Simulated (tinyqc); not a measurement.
# Absorption edge of a degenerate semiconductor, band filling against gap narrowing: the optical edge against doping

n-type, parabolic bands, full ionisation. eta = (EF - Ec)/kB T solves N = Nc F12(eta), F12(x) = (2/sqrt(pi)) int_0^infinity sqrt(u)/(1 + exp(u - x)) du. The gap shrinks rigidly by dEg = a3 y^(1/3) + a4 y^(1/4) + a2 y^(1/2), y = N/1e18 cm^-3, an empirical law that is here taken as the true narrowing.

Vertical transitions need an empty final state: the edge is taken where the state lies 4 kB T below EF, E_opt = Eg - dEg + (1 + me/mh) max(eta - 4, 0) kB T; wavelength h c/(q E_opt).

Values chosen for this exercise; band and dielectric values close to those of indium arsenide:
- T = 300 K (temperature)
- Eg = 0.35 eV (band gap)
- Nc = 8.7e16 cm^-3 (conduction-band density of states at 300 K, from me)
- me = 0.0229 m0 (electron mass)
- mh = 0.406 m0 (hole mass)
- a3 = 8.5 meV (coefficient of (N/1e18)^(1/3))
- a4 = 12.3 meV (coefficient of (N/1e18)^(1/4))
- a2 = 3.8 meV (coefficient of (N/1e18)^(1/2))

Constants: q = 1.602176634e-19 C, kB = 1.380649e-23 J/K, Vt = kB T/q. Results are converted to the units shown.

Results:
```
N (cm^-3)	eta	dEg (meV)	filling shift (meV)	E_opt (eV)
1.6e16	-1.628	6.997	0	0.3430
3.2e16	-0.8708	8.581	0	0.3414
6.4e16	-0.04956	10.55	0	0.3395
1.3e17	0.9193	13.06	0	0.3369
5.1e17	3.696	19.90	0	0.3301
1e18	6.017	24.60	55.10	0.3805
2e18	9.689	30.71	155.4	0.4747
4e18	15.46	38.49	313.1	0.6246
8e18	24.60	48.43	562.5	0.8641
```

Estimate the missing row, N = 2.5e17 cm^-3.

Computed row:
```
N (cm^-3)	eta	dEg (meV)	filling shift (meV)	E_opt (eV)
2.5e17	2.034	15.95	0	0.3340
```

With this row back in the table: E_opt goes from 0.343 through a minimum of 0.330 (at N = 5.1e17 cm^-3 among the rows listed) to 0.864 eV, against Eg = 0.35 eV; the filling shift is 0 while eta is below 4. At the end narrowing grows as N^(0.33) and EF - Ec as N^(0.67). Filling therefore wins at high density. For N = 2e18, 4e18, 8e18 EF lies more than 0.2 eV in the band, where non-parabolicity lowers it markedly.

Range of the model: Band tails, non-parabolic bands and incomplete ionisation are left out.

Numbers from tinyqc (`OMP_NUM_THREADS=1 python tinyqc.py 2330013 2330014 out.jsonl`; about 0.01 s on one thread of a shared Intel Xeon 2.30GHz).
